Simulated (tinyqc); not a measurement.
Thermal boundary conductance by the acoustic and diffuse mismatch models: one step, computed by the program tinyqc. Command: `OMP_NUM_THREADS=1 python tinyqc.py 3005229 3005230 out.jsonl kapitza walk`. One thread of a shared host (Intel(R) Xeon(R) Processor @ 2.30GHz), about 0.01 s of CPU time with the checks.

Each side has one longitudinal and two transverse Debye branches, omega = v q up to q_D = (6 pi^2 n)^(1/3), with n counting all atoms. Scattering at the interface is elastic. Electrons are left out of G, also for metals. Melting is ignored. G refers to the temperatures of the phonons sent towards the interface. Linear branches over all atoms overstate G at high T, most for crystals with several atoms a cell.

Question. Temperature rise through the stack. In series: Delta T = J (d_1/kappa_1 + R + d_2/kappa_2), with bulk conductivities in the layers and one-dimensional flow.

Inputs (values chosen for the exercise, modelled on germanium (side 1) and gold (side 2)):

| quantity | value | unit |
|---|---|---|
| conductivity kappa_1 | 60.8 | W/(m K) |
| conductivity kappa_2 | 321 | W/(m K) |
| temperature T | 500 | K |
| thickness d_1 | 270 | nm |
| thickness d_2 | 55000 | nm |
| heat flux J | 0.29 | kW/cm^2 |

Structure: film on a substrate.

boundary resistance R = 2.326140 m^2 K/GW

Give: temperature drops; total rise Delta T; interface share of film plus interface.

Answer.

temperature drops (K): film 0.012878, interface 0.0067458, substrate 0.49688

total rise Delta T = 0.51651 K

interface share of film plus interface = 0.34375

The substrate takes the largest drop, 96 % of the total. Caution: at this temperature short waves carry the heat; linear branches up to q_D overstate their velocity, and inelastic processes, left out here, grow with T. Caution: R from emitted-phonon temperatures is too large for use in series with Fourier layers, by up to a factor of about 2.
